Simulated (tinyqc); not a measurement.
# Worked calculation: six-transistor SRAM cell, nodal equations and margins

Program tinyqc, `OMP_NUM_THREADS=1 python tinyqc.py 2340035 2340036 out.jsonl`; Intel Xeon 2.30GHz, shared host, one thread, about 0.1 s. Printed values are rounded.

Two cross-coupled inverters (pull-down bn, pull-up bp) hold the nodes Q and QB; access transistors (ba, threshold VTn, gate on the word line at Vdd when selected) join them to the bit lines. Transistor (EKV form, voltages against the body): I = 2 n b Vt^2 [F(vp - Vs) - F(vp - Vd)] from drain to source, F(v) = ln^2(1 + exp(v/(2 Vt))), vp = (Vg - VT + sg |Vd - Vs|)/n. n-channel bodies are at 0; for the p-channel device all voltages are counted down from Vdd. b in uA/V^2 gives I in uA. For an access transistor the bit line is the drain and the node the source. In a read both bit lines are at Vdd. The cell is symmetric (no mismatch).

Values chosen for this exercise: temperature T = 300 K; supply voltage Vdd = 0.6 V; slope factor n = 1.42; drain-induced barrier lowering sg = 0.043; n-channel threshold VTn = 0.42 V; p-channel threshold (magnitude) VTp = 0.38 V; gain factor of the pull-down transistor bn = 470 uA/V^2; gain factor of the access transistor ba = 240 uA/V^2; gain factor of the pull-up transistor bp = 190 uA/V^2.

Constants: q = 1.602176634e-19 C, kB = 1.380649e-23 J/K, Vt = kB T/q. Results are converted to the units shown.

## Iteration 1: node voltages in a read by Newton steps

(Q, QB) at the start (V): Q 0.000000, QB 0.600000

F1 = In(gate QB, drain Q) - Ip(gate QB, drain Q) - Ia(bit line, Q), F2 the same with Q and QB exchanged; J by central differences with +/- 1e-6 V; solve J d = -F, limit each component to +/- 0.15 V and add.

F1, F2 (uA): [-3.73109, 0.00002]

J (uS):

|  | Q | QB |
|---|---|---|
| F1 | 129.502 | 0.001 |
| F2 | 0.001 | 40.459 |

(Q, QB) after iteration 1 (V): Q 0.028811, QB 0.599999

## Iteration 2: node voltages in a read by Newton steps

As before.

F1, F2 (uA): [-0.421675, 0.000013]

J (uS):

|  | Q | QB |
|---|---|---|
| F1 | 100.402 | 13.743 |
| F2 | 0.001 | 34.751 |

(Q, QB) after iteration 2 (V): Q 0.033011, QB 0.599999

## Course of the iteration: node voltages in a read by Newton steps

Stop when the largest change of (Q, QB) is below 1e-9 V, or after 30 iterations. The rule counts as met only at the stable state with Q low.

Course of the iteration:

| iteration | Q (V) | largest \|change\| of one entry (V) |
|---|---|---|
| 1 | 0.0288111 | 0.0288 |
| 2 | 0.0330111 | 4.20e-3 |
| 3 | 0.0331014 | 9.04e-5 |
| 4 | 0.0331015 | 4.16e-8 |
| 5 | 0.0331015 | 8.82e-15 |

Converged in 5 iterations. At the end the number of correct digits about doubles with each step.

## Read current and disturbance

(Q, QB) (V): Q 0.0331015, QB 0.599999

Iread = Ia(bit line at Vdd, source Q); cell ratio bn/ba; time to pull a bit line of 20 fF down by 0.1 V at that current.

Iread = 2.31502 uA
cell ratio = 1.95833
time = 863.924 ps

The read lifts the low node to 33.1 mV, against a balance point of 301 mV.

## The largest square in the read butterfly

| point | c (V) |
|---|---|
| 0 | 0.091 |
| 1 | 0.15 |
| 2 | 0.21 |
| 3 | 0.26 |
| 4 | 0.3 |
| 5 | 0.33 |
| 6 | 0.36 |

f(x) is the node voltage of one half-cell in a read for input x (In - Ip - Ia = 0). Static noise margin: side of the largest square between the curve (x, f(x)) and its mirror image (f(y), y); with h(c) the root x of f(x) - x = c, it is the maximum over c > 0 of h(c) - h(-c) + c.

| point | h(c) (V) | h(-c) (V) | side (V) |
|---|---|---|---|
| 0 | 0.297257 | 0.312317 | 0.075940 |
| 1 | 0.294754 | 0.333688 | 0.111066 |
| 2 | 0.291740 | 0.364796 | 0.136944 |
| 3 | 0.286810 | 0.393081 | 0.153729 |
| 4 | 0.276347 | 0.416135 | 0.160212 |
| 5 | 0.260358 | 0.433601 | 0.156757 |
| 6 | 0.236858 | 0.451330 | 0.145528 |

The maximum over c is 160.2 mV, the read margin; with the word line off (no Ia) the same construction gives 253.4 mV.
